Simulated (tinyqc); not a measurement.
# Worked calculation: ellipsometry and reflectance of a transparent film on an absorbing substrate

Numbers from tinyqc (`OMP_NUM_THREADS=1 python tinyqc.py 2870157 2870158 out.jsonl`; about 0.01 s on one thread of a shared Intel Xeon 2.30GHz). Printed values are rounded.

Air (index 1), film, substrate with N2 = n2 - i k2; time factor exp(+i w t). q_j = sqrt(N_j^2 - sin^2 th), root with positive real part. Fresnel coefficients r_s = (q_a - q_b)/(q_a + q_b), r_p = (N_b^2 q_a - N_a^2 q_b)/(N_b^2 q_a + N_a^2 q_b). tan(Psi) exp(i Delta) = R_p/R_s, Delta taken from 0 to 360 degrees.

Values chosen for this exercise; indices close to those of titanium dioxide on silicon:
- lam = 632.8 nm (wavelength)
- th = 70 degrees (angle of incidence)
- n1 = 2.389 (index of the transparent film)
- d = 1.6 nm (film thickness)
- n2 = 3.882 (index of the substrate)
- k2 = 0.019 (extinction coefficient of the substrate)

## Interface coefficients and thickness period

q0, q1, q2 and the coefficients r01 and r12 for p and s; the results repeat in d with the period lam/(2 q1).

q0 = 0.3420201
q1 = 2.196429
q2 = 3.766553-0.019582i
r01,p = -0.05891599
r01,s = -0.7305282
r12,p = 0.2125286-0.0021912i
r12,s = -0.2633199+0.0024192i
period = 144.0520 nm

## Psi, Delta and reflectances

beta = 2 pi d q1/lam, X = exp(-2 i beta), R = (r01 + r12 X)/(1 + r01 r12 X) for p and s.

beta = 0.03489398 rad
X = 0.9975658-0.0697313i
R_p = 0.1548580-0.0173778i
R_s = -0.8333328+0.0068199i
Psi = 10.59142 degrees
Delta = 174.0661 degrees
|R_p|^2 = 0.02428300
|R_s|^2 = 0.6944901

The bare substrate gives Psi = 10.57 and Delta = 179.23 degrees.
